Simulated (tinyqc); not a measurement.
From junction depth x_j back to drive-in time t2: two-step dopant diffusion (predeposition and drive-in) with a constant diffusivity. Computed by tinyqc, a small Python program. Command: `OMP_NUM_THREADS=1 python tinyqc.py 3013993 3013994 out.jsonl dopdiff inv`. One thread of a shared host (Intel(R) Xeon(R) Processor @ 2.30GHz), about 0.06 s of CPU time with the checks.

Fick diffusion into a half space x > 0 whose background doping C_B is of the opposite type, so that a junction lies where C = C_B.

Inputs (values chosen for the exercise, modelled on gallium in silicon):
```
quantity                        value    unit
prefactor D0                    0.317  cm^2/s
activation energy E               3.4      eV
surface concentration C_s     8.8e+18  1/cm^3
background doping C_B         2.5e+14  1/cm^3
predeposition temperature T1      975       C
predeposition time t1              15     min
drive-in temperature T2          1075       C
```

Furnace ramps of the drive-in: none.

Constants: k_B = 8.617333262e-05 eV/K.

Method:
- D = D0 exp(-E/(k_B T)).
- Temperatures in kelvin are T(C) + 273.15.
- Times in seconds are 60 times the minutes.
- (Dt)2 = D2 t2, t2 in seconds.
- C = C_s erfc(x/(2 sqrt(D1 t1))); dose Q = 2 C_s sqrt(D1 t1/pi); the junction solves erfc(z) = C_B/C_s with x_j = 2 z sqrt(D1 t1).
- With a sealed surface and a thin source, C = Q/sqrt(pi (Dt)2) exp(-x^2/(4 (Dt)2)); x_j = 2 sqrt((Dt)2 ln(C(0)/C_B)); gradient at the junction |dC/dx| = C_B x_j/(2 (Dt)2).

Question. A run gave the result below. Find the drive-in time t2, known to lie between 17 and 51 min.

junction depth x_j = 0.6025525 um

Answer.

Each step takes the trial c = (a f_b - b f_a)/(f_b - f_a), f being the result less the target and a, b, c the logarithms of the listed values; c replaces end b, the old b replaces a if the sign of f changed, and otherwise f_a is halved.

Scan of the range:
```
drive-in time t2 (min)  junction depth x_j (um)
17.0                                   0.470507
20.4                                   0.512733
24.5                                   0.558932
29.4                                   0.609026
35.4                                   0.664631
42.5                                   0.724273
51.0                                   0.789045
```

False position (Illinois rule, in the logarithm of the input) inside the bracket:
```
step    end a    end b    trial  junction depth x_j (um)
1     24.5000  29.4000  28.7154                 0.602310
2     29.4000  28.7154  28.7399                 0.602551
3     29.4000  28.7399  28.7401                 0.602554
4     28.7399  28.7401  28.7400                 0.602553
```

Junction depth x_j rises at every point of a 13-point scan of the range (every second point is shown), so one value fits; it is bracketed by 24.5 and 29.4. Answer: drive-in time t2 = 28.74 min.

Caution: C_s exceeds the intrinsic carrier density of silicon at the predeposition temperature (2e18 to 1e19 per cm^3), where real diffusivities rise with concentration and profiles turn box-like.
